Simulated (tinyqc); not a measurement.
# Non-radiative capture by multiphonon emission, one effective mode, step by step

A worked calculation. Computed by tinyqc, a small Python program that keeps every step. Command: `OMP_NUM_THREADS=1 python tinyqc.py 3013295 3013296 out.jsonl capture walk`. One thread of a shared host (Intel(R) Xeon(R) Processor @ 2.30GHz), about 0.01 s of CPU time with the checks. Intermediate numbers are printed to about 5 digits and carried at full precision; extremes and crossings named in words are read from the listed rows.

The initial state (free carrier plus empty centre) lies dE above the final state; both have the same frequency and are displaced by dQ.

Inputs (values chosen for the exercise, with mass, screening and phonons like those of GaP):

| quantity | value | unit |
|---|---|---|
| energy released dE | 0.507 | eV |
| phonon energy hbar omega | 45.4 | meV |
| Huang-Rhys factor S | 7.07 | - |
| electron-phonon coupling W | 0.013 | eV/(u^(1/2) angstrom) |
| cell volume V | 2460 | angstrom^3 |
| degeneracy g | 4 | - |
| broadening b | 34 | meV |
| carrier mass m | 0.482 | m_0 |
| dielectric constant eps | 10.7 | - |
| temperature T | 500 | K |
| defect density N_t | 4e+14 | cm^-3 |

Centre: attractive.

Constants: hbar^2/u = 4.18015928e-03 eV angstrom^2; k_B = 8.617333262e-05 eV/K; hbar = 6.582119569e-16 eV s; Ry = 13.605693123 eV; k_B = 1.380649e-23 J/K; m_0 = 9.1093837015e-31 kg.

## Geometry of the two curves

dQ = sqrt(2 S (hbar^2/u)/hbar omega); relaxation energy lambda = S hbar omega; phonons needed P = dE/hbar omega; classical barrier E_b = (dE - lambda)^2/(4 lambda); occupation n = 1/(exp(hbar omega/k_B T) - 1).

dQ = 1.1410 u^(1/2) angstrom

lambda = 0.320978 eV

P = 11.167

classical barrier E_b = 0.026952 eV

occupation n = 0.53527

dE exceeds lambda: the inverted case usual for deep centres, in which the curves cross on the far side of the initial minimum.

## Phonon weights near resonance

Huang-Rhys weight for a net emission of p phonons: L_p = exp(-S (2n + 1)) ((n + 1)/n)^(p/2) I_p(2 S sqrt(n (n + 1))), I_p the modified Bessel function. M_p = sum_m w_m <m_i|Q|(m + p)_f>^2 with Q counted from the final minimum and Boltzmann weights w_m for m = 0..24; <m_i|Q|k_f> = sqrt((hbar^2/u)/(2 hbar omega)) [sqrt(k) <m|k-1> + sqrt(k+1) <m|k+1>], with overlaps of oscillators displaced by d = sqrt(2 S) summed on 1500 points from -16 to 16 + d. The delta function is a Gaussian of standard deviation b at dE - p hbar omega.

Weights:

| p | L_p | M_p (u angstrom^2) | Gaussian (1/eV) |
|---|---|---|---|
| 8 | 0.10010 | 0.14804 | 1.5315e-03 |
| 9 | 0.08931 | 0.15019 | 1.7808e-01 |
| 10 | 0.07471 | 0.14176 | 3.4816e+00 |
| 11 | 0.05875 | 0.12491 | 1.1444e+01 |
| 12 | 0.04353 | 0.10308 | 6.3246e+00 |
| 13 | 0.03047 | 0.07992 | 5.8767e-01 |
| 14 | 0.02019 | 0.05837 | 9.1808e-03 |

## Capture coefficient before scaling

C_0 = V (2 pi/hbar) g W^2 sum_p M_p Gaussian_p. The sum runs over the seven p from round(P) - 3 to round(P) + 3; 1 angstrom^3 = 1e-24 cm^3.

sum_p M_p Gaussian_p = 2.6495 u angstrom^2/eV

C_0 = 4.2058e-08 cm^3/s

## Scaled coefficient, cross-section and lifetime

Sommerfeld factor of an attractive centre: s(k) = 2 pi nu/(1 - exp(-2 pi nu)), nu = sqrt(Ry*/E), Ry* = Ry m/eps^2, averaged over (2/sqrt(pi)) sqrt(x) exp(-x) dx with x = E/k_B T = t^2 (trapezoid, t to 6 in steps of 0.01). C = s C_0; v = sqrt(3 k_B T/m); sigma = C/v; tau = 1/(C N_t).

Sommerfeld factor s = 8.1978

capture coefficient C = 3.4479e-07 cm^3/s

thermal velocity v = 2.1718e+07 cm/s

cross-section sigma = 1.5876e-14 cm^2

capture time = 7.2509e-09 s

## Quantum against classical capture

C_0 = V (2 pi/hbar) g W^2 sum_p M_p Gaussian_p. Here the sum runs over all p. Classical (Marcus) form: replace the sum by Q_c^2 exp(-E_b/k_B T)/sqrt(4 pi lambda k_B T), Q_c = dQ (dE + lambda)/(2 lambda). The last column is -k_B d ln C_0/d(1/T) from this row and the one above.

Against temperature:

| T (K) | C_0, quantum (cm^3/s) | C_0, classical (cm^3/s) | Sommerfeld factor | activation energy (eV) |
|---|---|---|---|---|
| 42 | 3.3266e-08 | 1.6597e-10 | 28.204 | - |
| 79 | 3.3309e-08 | 3.9588e-09 | 20.565 | 9.9207e-06 |
| 130 | 3.3850e-08 | 1.4586e-08 | 16.032 | 2.7923e-04 |
| 210 | 3.5921e-08 | 2.8698e-08 | 12.617 | 1.7466e-03 |
| 320 | 3.9094e-08 | 3.8791e-08 | 10.228 | 4.4566e-03 |
| 470 | 4.1764e-08 | 4.3725e-08 | 8.452 | 5.7079e-03 |
| 740 | 4.2579e-08 | 4.4423e-08 | 6.763 | 2.1440e-03 |
| 1200 | 4.0011e-08 | 4.1020e-08 | 5.359 | -1.0348e-02 |

At 42.0 K the quantum value is 200 times the classical one: C_0 comes from tunnelling out of the lowest level and hardly depends on T. At 1200 K the ratio is 0.98. The largest apparent activation energy is 0.006 eV against the classical barrier of 0.027 eV; a barrier below one phonon energy gives no activated range. The measured coefficient is C = s C_0, and s changes by a factor 0.19 over these rows, so C changes by 0.23 where C_0 changes by 1.2.

Checks made by the program: Bessel formula against the sum over overlaps (relative difference below 1e-10).
